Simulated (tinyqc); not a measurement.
# Two-dimensional dopant profile at a mask edge: lateral junction, overlap and effective channel length, step by step

A worked calculation. Computed by tinyqc, a small Python program that keeps every step. Command: `OMP_NUM_THREADS=1 python tinyqc.py 3030530 3030531 out.jsonl lateral walk`. One thread of a shared host (Intel(R) Xeon(R) Processor @ 2.30GHz), about 0.01 s of CPU time with the checks. Intermediate numbers are printed to about 5 digits and carried at full precision; extremes and crossings named in words are read from the listed rows.

Ions enter for y < 0; the mask (spacer, then gate) covers y > 0. x is the depth. The surface reflects dopant during the anneal.

Inputs (values chosen for the exercise, modelled on a source-drain extension in silicon):

| quantity | value | unit |
|---|---|---|
| dose Q | 2.3e+14 | 1/cm^2 |
| projected range R_p | 23 | nm |
| vertical straggle | 9.2 | nm |
| lateral straggle | 10 | nm |
| anneal budget D t | 4.7e-13 | cm^2 |
| channel doping C_B | 1.8e+18 | 1/cm^3 |
| gate length L_g | 130 | nm |
| offset spacer | 13 | nm |
| oxide thickness | 2.2 | nm |

Constants: eps_0 = 8.8541878128e-12 F/m.

## Widths and vertical profile

Widths s_x^2 = (vertical straggle)^2 + 2 D t, s_y^2 = (lateral straggle)^2 + 2 D t. C(x, y) = V(x) (1/2) erfc(y/(sqrt2 s_y)), V(x) = Q/(sqrt(2 pi) s_x) [exp(-(x - R_p)^2/(2 s_x^2)) + exp(-(x + R_p)^2/(2 s_x^2))]; 1 nm = 1e-7 cm. The vertical junction far from the mask solves V(x) = C_B.

s_x = 13.366 nm

s_y = 13.928 nm

V at the surface = 3.1236e+19 1/cm^3

V at R_p = 6.8835e+19 1/cm^3

vertical junction x_j = 59.069 nm

## Lateral junction at the surface

The lateral junction at depth x solves C = C_B: y_j(x) = sqrt2 s_y erfc^-1(2 C_B/V(x)). Overlap under the gate = y_j(0) - spacer; metallurgical channel L_met = L_g - 2 overlap (tails from the two sides are not added). Abruptness at y_j(0) in nm per decade = ln(10) s_y sqrt(pi/2) exp(u^2) erfc(u), u = y_j/(sqrt2 s_y). Overlap capacitance per width = 3.9 eps_0 overlap/t_ox (zero if there is no overlap).

lateral junction y_j(0) = 21.937 nm

ratio y_j(0)/x_j = 0.37139

overlap = 8.9374 nm

metallurgical channel L_met = 112.13 nm

lateral abruptness = 16.014 nm/decade

overlap capacitance = 0.14028 fF/um

The two overlaps take 14 % of the gate length. Caution: the profile peaks below the surface, where the junction reaches further under the gate than y_j(0); the overlap given is the one at the surface.

## Junction contour

The lateral junction at depth x solves C = C_B: y_j(x) = sqrt2 s_y erfc^-1(2 C_B/V(x)). Depths are 0, 0.15, 0.3, 0.45, 0.6, 0.75, 0.9 and 0.97 of x_j.

Contour:

| x/x_j | x (nm) | V (1/cm^3) | y_j (nm) |
|---|---|---|---|
| 0.00 | 0.000 | 3.1236e+19 | 21.937 |
| 0.15 | 8.860 | 4.3237e+19 | 24.125 |
| 0.30 | 17.721 | 6.4162e+19 | 26.606 |
| 0.45 | 26.581 | 6.6302e+19 | 26.805 |
| 0.60 | 35.441 | 4.4519e+19 | 24.315 |
| 0.75 | 44.301 | 1.9279e+19 | 18.390 |
| 0.90 | 53.162 | 5.3804e+18 | 5.953 |
| 0.97 | 57.297 | 2.5518e+18 | -7.521 |

The contour reaches furthest, 26.80 nm, at x/x_j = 0.45 among these rows, below the surface, where punch-through would start. It crosses the mask edge where V = 2 C_B.

## What the anneal budget does

x_j solves V(x) = C_B. Budgets are multiples of the given D t (at 0 the mirror term is kept, which overstates V(0) as implanted); those with V(0) not above 2.5 C_B are left out.

Junctions (nm):

| multiple | s_x | s_y | x_j | y_j(0) | y_j/x_j | L_met |
|---|---|---|---|---|---|---|
| 0.0 | 9.200 | 10.000 | 49.07 | 8.225 | 0.16763 | 139.55 |
| 0.1 | 9.697 | 10.459 | 50.30 | 10.470 | 0.20816 | 135.06 |
| 0.3 | 10.623 | 11.323 | 52.56 | 13.972 | 0.26585 | 128.06 |
| 1.0 | 13.366 | 13.928 | 59.07 | 21.937 | 0.37139 | 112.13 |
| 2.0 | 16.512 | 16.971 | 66.25 | 29.187 | 0.44058 | 97.63 |
| 4.0 | 21.463 | 21.817 | 77.02 | 38.877 | 0.50473 | 78.25 |
| 8.0 | 28.925 | 29.189 | 92.36 | 51.471 | 0.55726 | 53.06 |
| 16.0 | 39.858 | 40.050 | 113.63 | 67.408 | 0.59323 | 21.18 |

The ratio y_j/x_j goes from 0.17 to 0.59: as implanted, x_j includes R_p and y_j only the lateral straggle; after long diffusion both scale roughly with sqrt(D t) as long as V(0) stays far above C_B, and the ratio stays below 1 because the edge starts from half the concentration and an erfc falls faster than the Gaussian. L_met shrinks by 118.4 nm over the rows.

Checks made by the program: lateral profile against the convolution of a step with a Gaussian (relative difference below 1e-10).
